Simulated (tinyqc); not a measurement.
Comparisons within one model: donors with valley-orbit split 1s states. A value that a table varies takes the place of the one given here.

Each donor binds at most one electron, in any of its states. For a site s, W_s = sum over its states of g exp(E/kT), and the ionised share is 1/(1 + W_s exp(eta)), eta = (EF - Ec)/kT; n = Nc F_1/2(eta); neutrality n + NA = ND x (mean ionised share); holes are neglected. Nc from N = 2 (m kB T/(4 pi c))^(3/2) with c = hbar^2/2m0, in 1/angstrom^3; times 1e24 for 1/cm^3, m = md. F_j(eta) = (1/Gamma(j + 1)) integral_0^infinity x^j dx/(1 + exp(x - eta)), which tends to exp(eta) for eta << 0.

Mobility (Caughey-Thomas form): mu = mu0 + (mu1 (T/300)^(-ga) - mu0)/(1 + ((ND + NA)/Nr)^de); rho = 1/(e n mu), e = 1.602176634e-19 C.

Constants: hbar^2/2m0 = 3.80998211 eV angstrom^2; kB = 8.617333262e-05 eV/K.

Parameters, chosen for this exercise (near those of Sb in Si; the results hold for these values, not for the real material):
- md = 1.073 m0 (density-of-states mass of the conduction band)
- E = (43.2, 32.9, 31.4) meV (binding energies of 1s(A1), 1s(T2), 1s(E))
- g = (2, 6, 4) (their degeneracies with spin)
- ND = 2.9e+17 1/cm^3 (donors)
- NA = 0 1/cm^3 (compensating acceptors, all ionised)
- T = 500 K
- mu0 = 65 cm^2/(V s) (mobility at heavy doping)
- mu1 = 1427 cm^2/(V s) (mobility at light doping and 300 K)
- Nr = 9e+16 1/cm^3 (reference doping)
- de = 0.72 (doping exponent)
- ga = 2.3 (temperature exponent)

## What the excited states change

The last columns keep only the ground state of each site (g = 2).

Results:

| T (K) | effective degeneracy | eta | n (1/cm^3) | n, ground states only | ratio |
|---|---|---|---|---|---|
| 40 | 2.43 | -7.48 | 7.63e+14 | 8.41e+14 | 0.907 |
| 60 | 3.23 | -5.85 | 7.17e+15 | 9.07e+15 | 0.790 |
| 80 | 4.07 | -5.16 | 2.19e+16 | 3.07e+16 | 0.713 |
| 110 | 5.18 | -4.73 | 5.43e+16 | 8.20e+16 | 0.662 |
| 150 | 6.31 | -4.57 | 1.02e+17 | 1.54e+17 | 0.662 |
| 200 | 7.32 | -4.60 | 1.52e+17 | 2.15e+17 | 0.709 |
| 250 | 8.03 | -4.72 | 1.89e+17 | 2.47e+17 | 0.765 |
| 300 | 8.56 | -4.86 | 2.15e+17 | 2.63e+17 | 0.815 |
| 400 | 9.29 | -5.17 | 2.45e+17 | 2.77e+17 | 0.882 |
| 500 | 9.77 | -5.44 | 2.60e+17 | 2.83e+17 | 0.920 |

The effective degeneracy grows from 2.43 to 9.77. Excited states hold electrons back, so the ratio is never above 1; it is lowest, 0.662, at 110 K of those listed, and 0.815 at 300 K. At low T the excited states empty out, and at high T more donors are ionised (n is 90 % of ND - NA in the last row), so the effect is largest in between.

## Ionisation and resistivity against doping

NA = 0.

Results:

| ND (1/cm^3) | n (1/cm^3) | n/ND | mu (cm^2/(V s)) | rho (ohm cm) | rho at full ionisation |
|---|---|---|---|---|---|
| 1.0e+14 | 1.00e+14 | 1.000 | 438 | 143 | 143 |
| 1.0e+15 | 1.00e+15 | 1.000 | 427 | 14.6 | 14.6 |
| 1.0e+16 | 9.96e+15 | 0.996 | 377 | 1.66 | 1.66 |
| 3.0e+16 | 2.96e+16 | 0.987 | 324 | 0.652 | 0.643 |
| 1.0e+17 | 9.59e+16 | 0.959 | 246 | 0.265 | 0.254 |
| 3.0e+17 | 2.68e+17 | 0.894 | 176 | 0.132 | 0.118 |
| 1.0e+18 | 7.50e+17 | 0.750 | 121 | 0.0686 | 0.0514 |
| 2.0e+18 | 1.27e+18 | 0.637 | 101 | 0.0483 | 0.0308 |

From 1e16 to 1e18 1/cm^3 rho falls by a factor 24.3, not 100: the mobility takes a factor 3.10 and incomplete ionisation 1.33. n/ND is below 0.9 from 3e+17 1/cm^3 on. From a few times 1e18 1/cm^3 on, depending on the dopant, the levels merge with the band, and already below that screening lowers the binding energy, so the last rows understate n.

## Compensation sets the slope of the freeze-out

NA = K ND. The slope energy is -d ln(n T^(-p))/d(1/kT) between 30 and 36 K, with p = 3/4 for K = 0 and p = 3/2 otherwise.

Results:

| K | n(30 K) (1/cm^3) | n(36 K) (1/cm^3) | slope energy (meV) |
|---|---|---|---|
| 0 | 8.10e+13 | 3.61e+14 | 21.06 |
| 0.0010 | 2.11e+13 | 2.44e+14 | 33.74 |
| 0.010 | 2.24e+12 | 4.39e+13 | 41.91 |
| 0.050 | 4.30e+11 | 8.55e+12 | 42.13 |
| 0.20 | 9.06e+10 | 1.80e+12 | 42.14 |
| 0.50 | 2.27e+10 | 4.50e+11 | 42.14 |

Without acceptors the slope is 21.06 meV, against half the ground-state energy, 21.60; with K = 0.05 it is 42.13 meV, against the full 43.2. The full energy (less a few meV where excited levels lie within a few kT) shows where n is far below NA, since the acceptors then hold EF near the donor level: n(36 K)/NA is 0.84 for K = 0.001 and 0.00059 for K = 0.05; where it is not small, the slope falls short of the full energy.

## What moves the carrier density

All results formed anew. Each row changes one parameter from the base and keeps the others.

Results:

| case | eta | n (1/cm^3) | rho (ohm cm) |
|---|---|---|---|
| base | -5.440 | 2.600e+17 | 0.1348 |
| E = (48.2, 32.9, 31.4) meV | -5.443 | 2.594e+17 | 0.1351 |
| md = 1.18 m0 | -5.570 | 2.633e+17 | 0.1331 |
| ND = 5.8e+17 1/cm^3 | -4.829 | 4.783e+17 | 0.09134 |
| NA = 2.9e+16 1/cm^3 | -5.547 | 2.337e+17 | 0.1546 |
| T = 530 K | -5.516 | 2.631e+17 | 0.1469 |
| Nr = 1.8e+17 1/cm^3 | -5.440 | 2.600e+17 | 0.1087 |

The largest shifts from the base row, up to three for each result and ties (the steps differ in size, so this ranks the rows, not the parameters). eta: ND +0.611, md -0.130, NA -0.107; unchanged at the printed digits by Nr. n (1/cm^3): ND +2.18e+17, NA -2.62e+16, md +3.32e+15; unchanged at the printed digits by Nr. rho (ohm cm): ND -0.0435, Nr -0.0261, NA +0.0198.

Run: tinyqc, `OMP_NUM_THREADS=1 python tinyqc.py 1682382 1682383 out.jsonl`; Intel(R) Xeon(R) Processor @ 2.30GHz, one thread, shared host; about 0.01 s of CPU time with all checks.
